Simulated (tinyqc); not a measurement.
Inside a calculation. Model: elastic strain and critical thickness of a cubic alloy layer A(1-x)B(x) on a thick substrate. Computed by tinyqc, a small Python program that keeps every step. Command: `OMP_NUM_THREADS=1 python tinyqc.py 3018888 3018889 out.jsonl misfit walk`. One thread of a shared host (Intel(R) Xeon(R) Processor @ 2.30GHz), about 0.01 s of CPU time with the checks. Intermediate numbers are printed to about 5 digits and carried at full precision; extremes and crossings named in words are read from the listed rows.

Strain is positive in tension. The layer is coherent with the substrate unless said otherwise.

Inputs (values chosen for the exercise, modelled on Ga(1-x)In(x)As on GaAs):

| quantity | value | unit |
|---|---|---|
| fraction x of B | 0.31 | - |
| lattice constant a_A | 5.653 | angstrom |
| lattice constant a_B | 6.058 | angstrom |
| substrate lattice constant a_S | 5.653 | angstrom |
| layer thickness h | 170 | nm |
| biaxial modulus of the substrate M_S | 114 | GPa |
| substrate thickness t_S | 775 | micrometre |
| wafer diameter W | 50 | mm |
| X-ray wavelength | 1.540593 | angstrom |
| start of the iteration h0/b | 1000 | - |

Growth plane: (111). Layer: uncapped. Misfit dislocation: edge.

C11, C12, C44 of A (GPa): 120.2  53.39  60.43

C11, C12, C44 of B (GPa): 82.01  44.47  38.85

## Alloy by Vegard's rule, and misfit

a = (1 - x) a_A + x a_B, the same rule for each C_ij; misfit f = (a_S - a)/a, the in-plane strain of the coherent layer.

free lattice constant a = 5.77855 angstrom

elastic constants (GPa): C11 108.3611, C12 50.6248, C44 53.7402

misfit f = -0.021727

The layer is compressed in the plane by 2.17 %.

## Biaxial strain, stress and energy

(111): D = 2 (C11 + 2 C12 - 2 C44)/(C11 + 2 C12 + 4 C44), M = 6 C44 (C11 + 2 C12)/(C11 + 2 C12 + 4 C44). The free surface carries no normal stress, so e_perp = -D f; dV/V = 2 f + e_perp; stress = M f; energy per area = M f^2 h (1 GPa nm = 1 J/m^2).

ratio D = 0.48110

normal strain e_perp = 0.010453

volume strain dV/V = -0.033001

biaxial modulus M = 159.19 GPa

in-plane stress = -3.4587 GPa

strain energy per area = 12.775 J/m^2

Caution: above about 2 % misfit, linear elasticity is rough and compressed layers tend to form islands before dislocations.

## Symmetric X-ray reflection

Reflection 111: d = a_perp/sqrt(3), with a_perp = a (1 + e_perp) for the coherent layer, a for the relaxed layer and a_S for the substrate; sin(theta) = lambda/(2 d).

Bragg angles:

| crystal | a_perp (angstrom) | theta (degrees) | from substrate (arcsec) |
|---|---|---|---|
| substrate | 5.6530 | 13.651 | 0.0 |
| coherent layer | 5.8390 | 13.209 | -1593.9 |
| relaxed layer | 5.7786 | 13.349 | -1087.8 |

peak separation of the coherent layer = -1593.9 arcsec

The coherent layer lies 1.47 times as far from the substrate peak as a relaxed one, about 1 + D = 1.48: reading its peak as relaxed would overstate the mismatch by that factor.

## Isotropic constants and the prefactor A

Voigt averages: G = (C11 - C12 + 3 C44)/5, B = (C11 + 2 C12)/3, nu = (3 B - 2 G)/(2 (3 B + G)); b = a/sqrt(2). Edge dislocation with b in the interface: cos alpha = 0, cos lambda = 1. Matthews-Blakeslee: h_c = A [ln(h_c/b) + 1], A = b (1 - nu cos^2 alpha)/(8 pi |f| (1 + nu) cos lambda), the factor 8 pi being that of an uncapped layer.

shear modulus G = 43.79138 GPa

Poisson ratio nu = 0.24078

Burgers vector b = 0.40861 nm

prefactor A = 0.60308 nm

## Critical thickness by fixed-point iteration

Start at h0, put the right side back in, and stop when the change is below 1e-9 h or h turns negative.

Iteration:

| step | h in (nm) | h out (nm) | change (nm) |
|---|---|---|---|
| 1 | 4.0861e+02 | 4.7690 | -4.0384e+02 |
| 2 | 4.7690e+00 | 2.0849 | -2.6841e+00 |
| 3 | 2.0849e+00 | 1.5859 | -4.9899e-01 |
| 4 | 1.5859e+00 | 1.4210 | -1.6498e-01 |
| 5 | 1.4210e+00 | 1.3547 | -6.6244e-02 |
| 6 | 1.3547e+00 | 1.3259 | -2.8791e-02 |
| 7 | 1.3259e+00 | 1.3130 | -1.2955e-02 |
| ... | ... | ... | ... |
| 22 | 1.3020e+00 | 1.3020 | -1.2253e-07 |
| 23 | 1.3020e+00 | 1.3020 | -5.6757e-08 |
| 24 | 1.3020e+00 | 1.3020 | -2.6290e-08 |
| 25 | 1.3020e+00 | 1.3020 | -1.2178e-08 |
| 26 | 1.3020e+00 | 1.3020 | -5.6407e-09 |
| 27 | 1.3020e+00 | 1.3020 | -2.6128e-09 |
| 28 | 1.3020e+00 | 1.3020 | -1.2102e-09 |

critical thickness h_c (Matthews-Blakeslee) = 1.3020 nm

Converged; near the root each step shrinks the error by A/h_c = 0.463. h_c is 3.2 Burgers vectors. Caution: an edge dislocation with b in the interface cannot reach it by glide, so the force balance is formal for it. Caution: a critical thickness of a few Burgers vectors is outside continuum elasticity and hangs on the core term.

## Equilibrium strain at the thickness h

For h > h_c the same force balance gives the strain left, |e| = |f| A [ln(h/b) + 1]/h, and below h_c e = f; relaxation = 1 - e/f; dislocations per length across each line direction = (|f| - |e|)/(b cos lambda), times 2/3 for the three line sets on (111).

strain left e = -5.4191e-04

relaxation = 97.506 %

dislocation line density = 34.565 1/micrometre

h is 130.57 h_c: in equilibrium dislocations lie 28.9 nm apart; slow nucleation and glide can keep a real layer more strained.

## Wafer curvature of the coherent layer

Stoney: curvature = 6 |stress| h/(M_S t_S^2); radius = 1/curvature; bow = curvature W^2/8.

curvature = 0.051523 1/m

radius of curvature = 19.409 m

bow = 16.101 micrometre

Caution: M_S is near the value for a (001) wafer; a (111) wafer is stiffer and bends less. Caution: the curvature assumes a coherent layer, but h exceeds h_c.

## Force balance against energy balance

People-Bean: h_c = P ln(h_c/b), P = (1 - nu)/(1 + nu) b^2/(16 pi sqrt(2) a f^2). The misfit is scaled by 0.25, 0.4, 0.6, 1, 1.5, 2.2 at fixed a, b and nu; the upper root is taken, and rows with A < 1.3 b or P < 3 b, where the roots shrink to the core size or vanish, are left out.

Critical thickness:

| \|f\| (%) | Matthews-Blakeslee (nm) | People-Bean (nm) | ratio |
|---|---|---|---|
| 0.5432 | 10.165 | 617.03 | 60.699 |
| 0.8691 | 5.400 | 204.70 | 37.910 |
| 1.3036 | 3.013 | 76.59 | 25.416 |
| 2.1727 | 1.302 | 20.67 | 15.878 |

The exponents d ln h_c/d ln f are -1.35 and -2.35 between the first rows, steeper than the -1 and -2 of the prefactors because of the logarithm. The ratio falls from 60.7 to 15.9 as the misfit grows. Where People-Bean lies above, a layer between the lines is metastable: dislocations would lower the energy but have to be nucleated. Above about 2 % misfit islands may come first.

Checks made by the program: D and M against the full stiffness tensor (relative difference below 1e-10); h_c against the Lambert function, -A W_(-1)(-b/(A e)) (relative difference 8e-10).
